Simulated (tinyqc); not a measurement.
Admittance spectroscopy of a deep trap: two steps of the calculation.

Schottky contact on an n-type layer with shallow donors Nd (all ionised) and a donor-like deep trap, neutral when filled and positive when empty; depletion approximation. Traps within lam of the depletion edge stay filled. The traps at xt = W - lam, where the level crosses the Fermi level, follow a slow signal and not a fast one. w = 2 pi f.

Parameters, values chosen for the exercise; material values close to those of gallium nitride: relative permittivity eps_r = 9.49; conduction-band density of states at 300 K Nc = 2.33e18 cm^-3; thermal velocity at 300 K vth = 2.6e7 cm/s; shallow donor density Nd = 6.2e16 cm^-3; built-in voltage Vbi = 0.96 V; depth of the trap below the conduction edge Et = 0.21 eV; capture cross-section sn = 7e-17 cm^2; trap density Nt = 9.9e15 cm^-3; reverse bias Vr = 0 V; signal frequency f = 43000 Hz; temperature T = 245 K.

Constants: q = 1.602176634e-19 C, kB = 1.380649e-23 J/K, eps0 = 8.8541878128e-14 F/cm where lengths are in cm. Results are converted to the units shown.

Question 1. Widths and limiting capacitances. lam = sqrt(2 eps0 eps_r (EF - ET)/(q Nd)), EF - ET = Et - (kB T/q) ln(Nc(T)/Nd), Nc(T) = Nc (T/300 K)^1.5. In the steady state at the band bending V, 2 eps0 eps_r V/q = Nd W^2 + Nt (W - lam)^2 (the second term only if W > lam). V = Vbi + Vr. C_HF = eps0 eps_r/W, C_LF = eps0 eps_r (Nd + Nt)/(Nd W + Nt xt).

Give: lam; W; xt; C_HF; C_LF.

Answer 1.

lam = 48.64 nm
W = 123.8 nm
xt = 75.21 nm
C_HF = 67.85 nF/cm^2
C_LF = 71.73 nF/cm^2

The step is 5.72 % of C_HF.

Question 2. Admittance at the signal frequency. Emission rate en = sn vth(T) Nc(T) exp(-Et/kB T) = sn g T^2 exp(-Et/kB T), g = vth Nc/(300 K)^2, as vth goes as T^0.5 and Nc as T^1.5 (degeneracy factor 1). Inflection frequency w0 = 2 en [1 + Nt xt/(Nd W)]; C = C_HF + (C_LF - C_HF)/(1 + (w/w0)^2), G/w = (C_LF - C_HF)(w/w0)/(1 + (w/w0)^2).

W = 123.84642 nm
xt = 75.205479 nm
C_HF = 67.847131 nF/cm^2
C_LF = 71.725965 nF/cm^2

Wanted: en; w0/(2 pi); C; G/w.

Answer 2.

en = 1.3543e5 1/s
w0/(2 pi) = 47288 Hz
C = 69.970 nF/cm^2
G/w = 1.9307 nF/cm^2

The signal lies near the inflection, where the loss is largest.

Numbers from tinyqc (`OMP_NUM_THREADS=1 python tinyqc.py 2050144 2050145 out.jsonl`; about 0.01 s on one thread of a shared Intel Xeon 2.30GHz).
